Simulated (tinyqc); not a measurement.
Drifting, spreading and decaying minority pulse (Haynes-Shockley), explicit time steps: one step of the calculation.

Low injection in a uniform field: dn/dt = D d2n/dx2 - v dn/dx - n/tau with D = mu Vt and v = mu F towards +x. Exact solution on an infinite bar for a Gaussian start at x0: n = N0 exp(-t/tau) exp(-(x - x0 - v t)^2/(2 s^2))/sqrt(2 pi s^2), s^2 = s0^2 + 2 D t.

Task. Coefficients of the scheme. Exponentially fitted fluxes: d = F hx/Vt, B(d) = d/(exp(d) - 1), k = D dt/hx^2; (L n)_i = a n_(i-1) + b n_i + c n_(i+1) with a = k B(-d), c = k B(d), b = -a - c - dt/tau. Explicit steps keep n positive for dt up to 1/[(D/hx^2)(B(d) + B(-d)) + 1/tau].

Inputs (values chosen for the exercise); mobility close to that of silicon at room temperature:

| symbol | value | unit | meaning |
|---|---|---|---|
| T | 250 | K | temperature |
| mu | 1360 | cm^2/(V s) | minority-carrier mobility |
| F | 2.2 | V/cm | sweep field along the drift |
| hx | 120 | um | mesh step |
| tau | 6.2e-5 | s | lifetime |
| dt | 1.3e-6 | s | time step |

Constants: q = 1.602176634e-19 C, kB = 1.380649e-23 J/K, Vt = kB T/q. Results are converted to the units shown.

Wanted: D; v; d; a; b; c; positivity limit of dt.

Result.

D = 29.299 cm^2/s
v = 2992.0 cm/s
d = 1.2254
a = 0.45887
b = -0.61458
c = 0.13474
positivity limit of dt = 2.1153e-6 s

Numbers from tinyqc (`OMP_NUM_THREADS=1 python tinyqc.py 2310021 2310022 out.jsonl`; about 0.01 s on one thread of a shared Intel Xeon 2.30GHz).
